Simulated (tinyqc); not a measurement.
# Stacked nanosheet transistor, parasitic resistance, capacitance and delay: effect of the sheet width

Ns sheets share one contact on top; each has perimeter p = 2 (Ws + ts) and cross-section A = Ws ts; contact width Wc = Ws + 10 nm, stack height Hs = Ns pv. Sheet 1 is the top one. Contact length Lc = CPP - Lg - 2 Lsp, shared by two neighbouring gates. Source and drain sides are equal. The formulas are first-order estimates, not field solutions.

Epitaxy sheet resistance Rsh = re/te, transfer length LT = sqrt(rc/Rsh), contact Rc = [sqrt(rc Rsh)/Wc] coth(Lc/(2 LT)); extension of one sheet Rx = rx Lsp/A. With N sheets: gate Cg = Cinv p N Lg; per side, plate Cp = ks eps0 [Wc (Hs + Hc) - N A]/Lsp, top fringe Cf = (2/pi) ks eps0 Wc ln(1 + Lg/(2 Lsp)), overlap Co = Cinv p N Lov. One sheet: I = p Q vx u/(1 + |u|^1.8)^(1/1.8), Q = Cinv n Vt ln(1 + exp((Vg' - VT + dl Vd')/(n Vt))), u = Vd' mu/(vx Lg), Vg' = Vgs - v, Vd' = Vds - 2 v, with the drop on each side v_j = Rc sum I + rv (sum over levels k = 2..j of the current of sheets k..Ns) + Rx I_j. Ieff = [I(Vgs = Vdd, Vds = Vdd/2) + I(Vdd/2, Vdd)]/2, total currents. With Cs = Cp + Cf + Co, the load of an inverter of two such devices driving an equal one is CL = 2 (Cg + 2 Cs) + 4 Cs + Cw (own drains counted twice for the Miller effect); delay CL Vdd/(2 Ieff).

Values chosen for this exercise; values close to those of silicon logic devices:

| symbol | value | unit | meaning |
|---|---|---|---|
| T | 300 | K | temperature |
| Ns | 3 |  | number of sheets |
| ts | 6 | nm | sheet thickness |
| pv | 16 | nm | vertical pitch of the sheets |
| rv | 133 | ohm | vertical resistance between sheet levels |
| CPP | 70 | nm | contacted gate pitch |
| Lg | 18 | nm | gate length |
| Lsp | 7 | nm | spacer length |
| ks | 3.3 |  | relative permittivity of the spacer |
| Hc | 25 | nm | gate height above the channel stack |
| rc | 3.2e-9 | ohm cm^2 | contact resistivity |
| re | 0.00051 | ohm cm | resistivity of the source-drain epitaxy |
| te | 25 | nm | current-carrying depth of the epitaxy |
| rx | 0.00088 | ohm cm | resistivity of the extension |
| Lov | 0.5 | nm | gate overlap |
| Cinv | 2.4 | uF/cm^2 | inversion capacitance |
| vx | 1.3e7 | cm/s | injection velocity |
| mu | 170 | cm^2/(V s) | apparent mobility |
| VT | 0.28 | V | threshold at zero drain voltage |
| dl | 0.057 | V/V | barrier lowering |
| n | 1.13 |  | subthreshold factor |
| Cw | 0.36 | fF | wire load |
| Vdd | 0.65 | V | supply voltage |

Constants: q = 1.602176634e-19 C, kB = 1.380649e-23 J/K, eps0 = 8.8541878128e-12 F/m, Vt = kB T/q. Results are converted to the units shown.

Effect of the sheet width:

| Ws (nm) | Rc (ohm) | Rx/N (ohm) | Ieff (uA) | CL (aF) | delay (ps) |
|---|---|---|---|---|---|
| 8 | 1006 | 427.8 | 35.55 | 481.9 | 4.406 |
| 12 | 823.4 | 285.2 | 45.57 | 512.8 | 3.658 |
| 18 | 647.0 | 190.1 | 60.10 | 559.1 | 3.023 |
| 25 | 517.6 | 136.9 | 76.62 | 613.2 | 2.601 |
| 35 | 402.5 | 97.78 | 99.61 | 690.4 | 2.252 |
| 50 | 301.9 | 68.44 | 133.0 | 806.1 | 1.970 |
| 70 | 226.4 | 48.89 | 175.7 | 960.5 | 1.777 |

As Ws goes from 8 to 70 nm, Ieff rises from 35.6 to 176 uA, CL rises from 482 to 961 aF and the delay falls from 4.41 to 1.78 ps. From the first row to the last Ieff grows by a factor of 4.94 and CL by 1.99; the first step changes the delay by -17 %, the last by -9.8 %.

Program tinyqc, `OMP_NUM_THREADS=1 python tinyqc.py 2170067 2170068 out.jsonl`; Intel Xeon 2.30GHz, shared host, one thread, about 0.06 s.
